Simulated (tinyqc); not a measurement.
Worked calculation: Hueckel theory of the pi electrons with the omega technique, for the molecule BC(=C)O (SMILES; centres numbered as the heavy atoms are written). One step of it, computed by the program tinyqc.

Task: Energy, charges, bond orders. E = sum n x; q_r = z_r - P_rr; bond order p = P_rs; free valence = sqrt(3) - sum of p over the bonds of the atom.

final x values: 2.346725  0.800941  -0.626836  -1.640830

occupations: 2.000000  2.000000  0.000000  0.000000

final P, lower triangle:
```
           1B        2C         3C        4O
1B   0.106032
2C   0.311255  0.983391
3C   0.321388  0.904903   0.995420
4O  -0.025544  0.289821  -0.278999  1.915156
```

Centres:
```
centre  z_r, pi electrons of the neutral centre          h
1B                                            0  -0.920000
2C                                            1   0.000000
3C                                            1   0.000000
4O                                            2   1.800000
```

Bonds:
```
i  j         k
1  2  0.710000
2  3         1
2  4  0.900000
```

Give: pi energy = 4 alpha + this times beta; pi charges; Bond orders and lengths from R = 1.517 - 0.180 p; free valence of the carbons; gap between the highest filled and the next level.

Result:

pi energy = 4 alpha + this times beta = 6.2953

pi charges: 1B -0.1060, 2C 0.0166, 3C 0.0046, 4O 0.0848

Bond orders and lengths from R = 1.517 - 0.180 p (angstrom, C-C alone):
```
bond       p       R
1-2   0.3113       -
2-3   0.9049  1.3541
2-4   0.2898       -
```

free valence of the carbons: 2C 0.2261, 3C 0.8271

gap between the highest filled and the next level = 1.4278 |beta|
